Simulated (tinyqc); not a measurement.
Worked calculation: charge neutrality of a doped semiconductor with incomplete ionisation. Computed by tinyqc, a small Python program that keeps every step. Command: `OMP_NUM_THREADS=1 python tinyqc.py 3005345 3005346 out.jsonl dopant walk`. One thread of a shared host (Intel(R) Xeon(R) Processor @ 2.30GHz), about 0.03 s of CPU time with the checks. Intermediate numbers are printed to about 5 digits and carried at full precision; extremes and crossings named in words are read from the listed rows.

Energies are counted from the top of the valence band; E_D is measured down from the conduction band and E_A up from the valence band.

Inputs (values chosen for the exercise, modelled on silicon):

| quantity | value | unit |
|---|---|---|
| gap at 0 K E_g0 | 1.16 | eV |
| Varshni alpha | 0.000458 | eV/K |
| Varshni beta | 627 | K |
| electron mass m_e | 0.331 | m_0 |
| valleys M_c | 6 | - |
| hole mass m_h | 0.799 | m_0 |
| donor density N_D | 5.2e+17 | cm^-3 |
| acceptor density N_A | 0 | cm^-3 |
| donor depth E_D | 0.0432 | eV |
| donor degeneracy g_D | 2 | - |
| temperature T | 150 | K |
| iteration cap | 60 | - |

Doping: n-type. Statistics of the bands: Boltzmann. Solver: bisection. Start of Newton steps: intrinsic level E_i.

ratios u of density to N: 0.015  0.057  0.21  0.77  2.8  10  39

Constants: m_0 = 9.1093837015e-31 kg; k_B = 1.380649e-23 J/K; h = 6.62607015e-34 J s; k_B = 8.617333262e-05 eV/K.

## Gap and effective densities of states

E_g = E_g0 - alpha T^2/(T + beta). N_c = 2 M_c (2 pi m_e k_B T/h^2)^(3/2) and N_v = 2 (2 pi m_h k_B T/h^2)^(3/2), masses in units of m_0. n_i = sqrt(N_c N_v) exp(-E_g/(2 k_B T)); E_i = E_g/2 + (k_B T/2) ln(N_v/N_c).

gap E_g = 1.1467 eV

N_c = 1.0137e+19 cm^-3

N_v = 6.3365e+18 cm^-3

k_B T = 0.012926 eV

intrinsic density n_i = 0.43606 cm^-3

intrinsic level E_i = 0.57033 eV

## Charges at trial Fermi levels

n = N_c exp((E_F - E_g)/k_B T), p = N_v exp(-E_F/k_B T). N_D+ = N_D/(1 + g_D exp((E_F - E_g + E_D)/k_B T)). Neutrality: p + N_D+ = n + N_A-; the log ratio is ln[(p + N_D+)/(n + N_A-)]. The last column is ln[(p + N_D+)/(n + N_A-)], which vanishes at neutrality; trial levels are the majority level plus multiples of k_B T, rounded to 0.1 meV.

Densities (cm^-3):

| E_F (eV) | n | p | N_D+ | N_A- | log ratio |
|---|---|---|---|---|---|
| 1.0260 | 8.8986e+14 | 2.1368e-16 | 5.1743e+17 | 0 | 6.3656 |
| 1.0648 | 1.7904e+16 | 1.0620e-17 | 4.7278e+17 | 0 | 3.2736 |
| 1.0906 | 1.3176e+17 | 1.4431e-18 | 2.9969e+17 | 0 | 0.8218 |
| 1.1165 | 9.7721e+17 | 1.9458e-19 | 8.0596e+16 | 0 | -2.4953 |
| 1.1423 | 7.1916e+18 | 2.6440e-20 | 1.2645e+16 | 0 | -6.3434 |

The log ratio changes sign between 1.0906 and 1.1165 eV.

## Solving for the Fermi level

Bisection of the log ratio between E = -0.3 and E_g + 0.3 eV; stop when |log ratio| < 1e-9.

Course of the iteration:

| step | E_F (eV) | log ratio |
|---|---|---|
| 1 | 0.5734 | 4.1388e+01 |
| 2 | 1.0101 | 7.6028e+00 |
| 3 | 1.2284 | -1.9640e+01 |
| 4 | 1.1192 | -2.8869e+00 |
| 5 | 1.0646 | 3.2872e+00 |
| 6 | 1.0919 | 6.7383e-01 |
| 7 | 1.1056 | -9.9245e-01 |
| 8 | 1.0988 | -1.2573e-01 |
| 9 | 1.0953 | 2.8273e-01 |
| ... | ... | ... |
| 29 | 1.0977 | -1.6417e-07 |
| 30 | 1.0977 | 3.2219e-08 |
| 31 | 1.0977 | -6.5975e-08 |
| 32 | 1.0977 | -1.6878e-08 |
| 33 | 1.0977 | 7.6706e-09 |
| 34 | 1.0977 | -4.6037e-09 |
| 35 | 1.0977 | 1.5335e-09 |
| 36 | 1.0977 | -1.5351e-09 |
| 37 | 1.0977 | -8.0713e-13 |

Fermi level E_F (last iterate) = 1.0977 eV

converged (1 yes, 0 no) = 1

steps = 37

Converged in 37 steps.

## Densities at the solution

The formulas are those given above.

majority density n = 2.2856e+17 cm^-3

minority density p = 8.3194e-19 cm^-3

ionised share of the donors = 0.43953

distance of E_F from the majority band edge = 0.049018 eV

n is 44.0 % of the net doping; n p / n_i^2 = 1.000.

## The closed form for the extrinsic range

With Boltzmann statistics, no holes and every acceptor ionised, n (n + N_A) = n1 (N_D - N_A - n) with n1 = (N_c/g_D) exp(-E_D/k_B T). Take the positive root.

n1 = 1.7924e+17 cm^-3

n from the quadratic = 2.2856e+17 cm^-3

Against the full solution, 2.2856e17 cm^-3, the quadratic is off by -2.9e-7 %.

## Carrier density against temperature

Neutrality is solved by bisection at each T. The last column is -k_B d ln(n T^-3/4)/d(1/T) from this row and the one above; it turns negative as ionisation nears completion, when the density grows more slowly than that power of T.

Against temperature:

| T (K) | n (cm^-3) | E_F from the band edge (eV) | ionised share | activation energy (eV) |
|---|---|---|---|---|
| 18 | 2.9655e+11 | 0.02197 | 5.7029e-07 | - |
| 23 | 7.3563e+12 | 0.02244 | 1.4147e-05 | 0.021600 |
| 31 | 1.5320e+14 | 0.02333 | 2.9461e-04 | 0.021599 |
| 46 | 2.8691e+15 | 0.02536 | 5.5174e-03 | 0.021579 |
| 72 | 2.8017e+16 | 0.02972 | 5.3878e-02 | 0.021326 |
| 110 | 1.1612e+17 | 0.03796 | 2.2331e-01 | 0.019828 |
| 170 | 2.7830e+17 | 0.05542 | 5.3518e-01 | 0.014706 |
| 250 | 4.0711e+17 | 0.08577 | 7.8291e-01 | 0.004173 |
| 300 | 4.4616e+17 | 0.10762 | 8.5800e-01 | -0.005836 |
| 600 | 5.0549e+17 | 0.26255 | 9.7206e-01 | -0.020424 |

Between the two coldest rows the activation energy is 0.0216 eV, 0.50 of the dopant depth: without compensation E_F sits halfway between level and band, so half the depth shows. The density is within 10 % of the net doping in one row, 600 K.

## Reduced Fermi level from a carrier density

F_1/2(eta) = (2/sqrt(pi)) int_0^infinity sqrt(x)/(1 + exp(x - eta)) dx, by the trapezoid rule in t = sqrt(x) with step 0.02 up to t = 12 (for eta < -12 by exp(eta) - exp(2 eta)/2^(3/2)). For u = density/N of the majority band, eta solves F_1/2(eta) = u (bisection). Boltzmann: ln u. Joyce-Dixon: ln u + u/sqrt(8) - 4.95009e-3 u^2 + 1.48386e-4 u^3 - 4.42563e-6 u^4. Degenerate limit: (3 sqrt(pi) u/4)^(2/3). The last column is (eta - ln u) k_B T.

Eta by four rules:

| u | density (cm^-3) | exact | Boltzmann | Joyce-Dixon | degenerate | Boltzmann error (meV) |
|---|---|---|---|---|---|---|
| 0.015 | 1.5206e+17 | -4.1944e+00 | -4.1997 | -4.1944e+00 | 0.074 | 6.8536e-02 |
| 0.057 | 5.7782e+17 | -2.8446e+00 | -2.8647 | -2.8446e+00 | 0.179 | 2.6028e-01 |
| 0.21 | 2.1288e+18 | -1.4866e+00 | -1.5606 | -1.4866e+00 | 0.427 | 9.5690e-01 |
| 0.77 | 7.8057e+18 | 8.0027e-03 | -0.2614 | 8.0026e-03 | 1.016 | 3.4818e+00 |
| 2.8 | 2.8384e+19 | 1.9838e+00 | 1.0296 | 1.9837e+00 | 2.402 | 1.2333e+01 |
| 10 | 1.0137e+20 | 5.4563e+00 | 2.3026 | 5.4472e+00 | 5.612 | 4.0764e+01 |
| 39 | 3.9535e+20 | 1.3844e+01 | 3.6636 | 8.4867e+00 | 13.904 | 1.3159e+02 |

Boltzmann statistics place E_F within 1 meV of the exact value up to u = 0.210 of those listed and miss by 132 meV at u = 39. Joyce-Dixon stays within 0.01 in eta up to u = 10.0; the degenerate limit is still 0.43 % high at the last u. Past u of about 10 the Joyce-Dixon series fails. A parabolic band is assumed throughout.

Checks made by the program: neutrality at the solution (relative difference below 1e-10); the quadratic against the majority density (compared only where minority carriers are negligible) (relative difference 3e-09).
